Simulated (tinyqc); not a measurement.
Worked calculation: ballistic transport through the one-dimensional subbands of a rectangular nanowire or nanosheet channel. Computed by tinyqc, a small Python program that keeps every step. Command: `OMP_NUM_THREADS=1 python tinyqc.py 3017133 3017134 out.jsonl wire walk`. One thread of a shared host (Intel(R) Xeon(R) Processor @ 2.30GHz), about 0.03 s of CPU time with the checks. Intermediate numbers are printed to about 7 digits and carried at full precision; extremes and crossings named in words are read from the listed rows.

Hard walls, parabolic subbands, transport along x. Energies are counted from the bulk conduction band edge at the top of the barrier, which the gate pulls down by U; the source Fermi level lies at the bulk edge when U = 0.

Inputs (values chosen for the exercise, modelled on silicon):
```
quantity                                   value  unit
light mass m_t                               0.2   m_0
heavy mass m_l                             0.911   m_0
height a                                     4.3    nm
width b                                      6.7    nm
equivalent oxide thickness t                 2.5    nm
gate voltage above flat band V_G            0.85     V
drain voltage V_D                           0.05     V
temperature T                                150     K
mean free path for back-scattering lambda     37    nm
channel length L                             140    nm
```

Valleys: silicon [100] wire.

Constants: hbar^2/(2 m_0) = 3.80998212 eV angstrom^2; k_B = 8.617333262e-05 eV/K; m_0 = 9.1093837015e-31 kg; k_B = 1.380649e-23 J/K; hbar = 1.054571817e-34 J s; eps_0 = 8.8541878128e-12 F/m; e = 1.602176634e-19 C; h = 6.62607015e-34 J s.

## Subbands

E_pq = (hbar^2 pi^2/2)(p^2/(m_y b^2) + q^2/(m_z a^2)); valley pairs: (m_x, m_y, m_z) = (m_t, m_t, m_l), (m_t, m_l, m_t), (m_l, m_t, m_t), each with degeneracy g = 2; the 10 lowest subbands are kept.

Subbands:
```
valley axis  p  q   E (meV)  m_x (m_0)
z            1  1   64.2073      0.200
y            1  1  110.8798      0.200
z            1  2  131.1786      0.200
y            2  1  138.4650      0.200
x            1  1  143.5682      0.911
y            3  1  184.4403      0.200
z            2  1  189.8578      0.200
z            1  3  242.7974      0.200
y            4  1  248.8057      0.200
z            2  2  256.8291      0.200
```

The second subband lies 46.7 meV, or 3.61 k_B T, above the first; the lowest belongs to the valleys with the heavy mass across the height.

## Self-consistent barrier

F_j(eta) = (1/Gamma(j + 1)) int_0^infinity x^j/(1 + exp(x - eta)) dx, F_0 = ln(1 + exp(eta)). Integrals over x = E/(k_B T) use 160 Gauss-Legendre points in u = sqrt(x) from 0 to sqrt(max(eta, 0) + 32). With degeneracy g = 2, eta_i = (U - E_i)/(k_B T) and u = e V_D/(k_B T): line density n = sum_i g sqrt(2 m_x k_B T/pi)/(2 hbar) [F_-1/2(eta_i) + F_-1/2(eta_i - u)]; gate: e n = C_ox (V_G - U/e), C_ox = 3.9 eps_0 2 (a + b)/t (flat-plate estimate); I = (2 e k_B T/h) sum_i g [F_0(eta_i) - F_0(eta_i - u)].

C_ox = 303.8757 aF/micrometre

U = 142.0458 meV

Occupation:
```
subband      eta_i    n_i (1/nm)  I_i (microampere)
1         6.021857  6.261139e-01       7.533008e+00
2         2.411109  2.692527e-01       4.582229e+00
3         0.840727  1.474212e-01       2.307648e+00
4         0.277024  1.089677e-01       1.630527e+00
5        -0.117782  1.817045e-01       1.237045e+00
6        -3.279786  5.503880e-03       7.242821e-02
7        -3.698902  3.651038e-03       4.793722e-02
8        -7.794490  6.179657e-05       8.078340e-04
9        -8.259318  3.882738e-05       5.075557e-04
10       -8.880032  2.087380e-05       2.728585e-04
```

line density n = 1.342736 1/nm

ballistic current I = 17.41241 microampere

mean velocity I/(e n) = 0.8093899 1e7 cm/s

4 of the subbands lie below the source Fermi level; the lowest carries 43 % of the current with 47 % of the charge. The gate spends 17 % of V_G on moving the bands.

## Conductance, capacitance and scattering

Linear conductance G = (2 e^2/h) sum_i g f(eta_i), g = 2, f = 1/(1 + exp(-eta_i)), with the barrier frozen at the eta_i above; current per perimeter I/(2(a + b)); with scattering, transmission lambda/(lambda + L) and low-bias resistance (1 + L/lambda)/G.

open modes sum g f = 7.429016

ballistic conductance = 575.6070 microsiemens

current per perimeter = 791.4733 microampere/micrometre

transmission = 0.2090395

low-bias resistance with scattering = 8.310851 kiloohm

Even without scattering the wire has h/(2 e^2 M) = 1.74 kiloohm, which sits in the contacts.

## Gate sweep

Open modes are sum_i g/(1 + exp(-eta_i)). The last column is e dn/dV_G over C_ox, taken up to the next row.

Against the gate voltage:
```
V_G (V)    U (meV)      n (1/nm)  I (microampere)    open modes      C_g/C_ox
-0.240   -240.0000  9.387813e-12     1.224244e-10  1.248476e-10  1.133028e-07
-0.140   -140.0000  2.149889e-08     2.803623e-07  2.859118e-07  1.321639e-03
-0.016    -16.1639  3.108495e-04     4.055126e-03  4.131509e-03  3.751104e-01
0.110      62.5722  8.995363e-02     1.294521e+00  1.002910e+00  7.721338e-01
0.210      85.3588  2.363999e-01     3.795302e+00  2.029853e+00  8.495937e-01
0.340     104.9116  4.458787e-01     7.034770e+00  3.164300e+00  9.026565e-01
0.480     118.5397  6.855612e-01     9.978714e+00  4.430287e+00  9.282541e-01
0.640     130.0191  9.672518e-01     1.316003e+01  5.825112e+00  9.417393e-01
0.810     139.9234  1.270896e+00     1.659198e+01  7.149698e+00  9.493587e-01
1.000     149.5452  1.613009e+00     2.051447e+01  8.357495e+00             -
```

Between the first two rows the current rises one decade per 30 mV, against the limit ln(10) k_B T/e = 30 mV. Above threshold C_g/C_ox lies between 0.77 and 0.95: the quantum capacitance in series costs little, since heavy or many subbands hold the charge.

Checks made by the program: density of the lowest subband against a direct sum over k (relative difference 1e-09).
